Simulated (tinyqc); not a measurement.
Dose and depth of a threshold implant.

Question. A sheet of D acceptors per cm^2 lies at depth xi inside the depleted layer of a body doped Na. In the depletion approximation VT = Vfb + f2 + q D/Cox + gamma sqrt(f2 + Vsb - q D xi/(eps0 eps_r)), gamma = sqrt(2 eps0 eps_r q Na)/Cox, Cox = eps0 eox/tox. Find gamma, D and xi.

Inputs (values chosen for the exercise); band and dielectric values close to those of silicon: relative permittivity eps_r = 11.5; acceptor density deep in the body Na = 3.4e17 cm^-3; relative permittivity of the gate insulator (close to silicon dioxide) eox = 3.9; insulator thickness tox = 6.6 nm; flat-band voltage Vfb = -0.77 V; band bending 2 phiF at threshold f2 = 0.953 V.

Constants: q = 1.602176634e-19 C, eps0 = 8.8541878128e-14 F/cm where lengths are in cm. Results are converted to the units shown.

VT against the source at Vsb = 0 and 1 V (V): [0.90168488, 1.1825899]

Answer. With y^2 = f2 - q D xi/(eps0 eps_r) and d the difference of the thresholds over gamma, sqrt(y^2 + Vsb) - y = d gives y = (Vsb - d^2)/(2 d). The first threshold then gives D, and y^2 gives xi.

gamma = 0.6366 V^0.5
D = 4.500e11 cm^-2
xi = 17.00 nm

Program tinyqc, `OMP_NUM_THREADS=1 python tinyqc.py 2080009 2080010 out.jsonl`; Intel Xeon 2.30GHz, shared host, one thread, about 0.5 s.
